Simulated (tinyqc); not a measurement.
Worked calculation: coherent transport through a tight-binding region between two chains. Computed by tinyqc, a small Python program that keeps every step. Settings: temperature = 300, mu = -0.41. Command: `OMP_NUM_THREADS=1 python tinyqc.py 27535 27536 out.jsonl` (the two numbers bound the seeds that draw the settings). One thread of a shared host (Intel(R) Xeon(R) Processor @ 2.60GHz), about 0.08 s of CPU time with the checks.

## Transmission at E = -0.71 eV

H of the central region (eV), lower triangle:
```
           1          2          3          4          5          6
1  -0.800000
2  -2.040000  -0.350000
3   0.000000  -2.040000   0.650000
4   0.000000   0.000000  -2.040000   0.440000
5   0.000000   0.000000   0.000000  -2.040000  -0.740000
6  -2.040000   0.000000   0.000000   0.000000  -2.040000  -0.640000
```

Leads: semi-infinite chains with site energy 0:
```
parameter                           value
lead hopping t (eV)              2.870000
coupling to the left lead (eV)   1.320000
coupling to the right lead (eV)  1.380000
left contact site                       1
right contact site                      6
```

E = -0.710000 eV

Surface Green function g = (E - i sqrt(4 t^2 - E^2)) / (2 t^2); self-energy tc^2 g on each contact site; G = (E - H - Sigma)^(-1); Gamma = -2 Im Sigma; T = Gamma_L Gamma_R |G_LR|^2; local density of states -Im G_ii / pi.

g = -0.043099-0.345756i 1/eV

G (1/eV), lower triangle:
```
                     1                    2                    3                    4
1   0.084544-0.047504i
2   0.218648+0.005343i   0.085835-0.036208i
3  -0.045959+0.048447i   0.286696-0.011733i   0.096552-0.050517i
4  -0.249287+0.026955i   0.105295+0.028386i   0.267869-0.021945i   0.073284-0.043017i
5  -0.094570-0.033252i  -0.227338+0.027735i   0.054452+0.038146i   0.263639-0.002304i
6   0.250678-0.026466i  -0.101952-0.028794i  -0.268669+0.021384i  -0.077161+0.043051i

                    5                   6
5  0.094168-0.039445i
6  0.225172+0.002884i  0.073849-0.043093i
```

local density of states (1/eV): 0.015121  0.011525  0.016080  0.013693  0.012556  0.013717

transmission = 0.100821

## Transmission across the band

The same steps on a grid of energies.

T(E):
```
E (eV)              T
-5.45300000  0.024224
-4.90770000  0.516465
-4.36240000  0.384678
-3.81710000  0.124285
-3.27180000  0.076091
-2.72650000  0.174069
-2.18120000  0.815404
-1.63590000  0.201475
-1.09060000  0.114076
-0.54530000  0.099015
0.00000000   0.104172
0.54530000   0.127866
1.09060000   0.184156
1.63590000   0.015925
2.18120000   0.539151
2.72650000   0.063418
3.27180000   0.000965
3.81710000   0.087569
4.36240000   0.114611
4.90770000   0.014007
5.45300000   0.002184
```

levels of the isolated region (eV): -4.443531  -2.483520  -2.040490  1.689754  1.845717  3.992070

## Current

I = (2e/h) int T(E) [f(E - mu - V/2) - f(E - mu + V/2)] dE at 300 K with mu = -0.41 eV, the bias not changing H; 2e^2/h = 77.48092 microsiemens; the integral runs over the band on 4001 points.

Current:
```
V (volt)  I (microampere)
0.010000         0.076585
0.050000         0.382944
0.100000         0.766022
0.200000         1.533116
0.400000         3.074868
0.800000         6.220759
```
